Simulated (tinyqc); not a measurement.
Q-state Potts model on a small periodic square lattice: enumeration, Metropolis, heat-bath and Wolff steps: one step, computed by the program tinyqc. Command: `OMP_NUM_THREADS=1 python tinyqc.py 3113965 3113966 out.jsonl potts walk`. One thread of a shared host (Intel(R) Xeon(R) Processor @ 2.30GHz), about 0.04 s of CPU time with the checks.

E = -J x (number of nearest-neighbour bonds with equal states); n x n sites with periodic edges have 2 n^2 bonds. Order parameter m = (q f - 1)/(q - 1), f being the largest share of one state. Sites are numbered row by row from 0. Here q = 4 and n = 3.

Question. Eight single-site steps. Site = floor(r1 n^2). Trial state = (old + 1 + floor(r2 (q - 1))) mod q; it is accepted if r3 < min(1, exp(K db)), db the change in equal bonds.

Inputs (values chosen for the exercise, for a model of domains or grain orientations): temperature T = 914 K.

Update: Metropolis.

start states:
```
   1  2  3
1  0  3  0
2  0  2  0
3  2  0  3
```

random numbers, one row a step:
```
        1       2       3
1  0.0615  0.0087  0.6550
2  0.2774  0.6873  0.3630
3  0.2028  0.2031  0.5426
4  0.2859  0.6609  0.2131
5  0.0766  0.1067  0.1010
6  0.1985  0.5578  0.8022
7  0.8883  0.5106  0.1738
8  0.4120  0.6968  0.2372
```

K = 0.9141415

Give: the table «Steps» with the columns old, trial, db, acceptance, new; states afterwards.

Answer.

Steps:
```
site  old  trial  db  acceptance  new
0       0      1  -2       0.161    0
2       0      3   0       1.000    3
1       3      0   1       1.000    0
2       3      1  -1       0.401    1
0       0      1  -1       0.401    1
1       0      2   0       1.000    2
7       0      2   3       1.000    2
3       0      3  -1       0.401    3
```

states afterwards:
```
   1  2  3
1  1  2  1
2  3  2  0
3  2  2  3
```
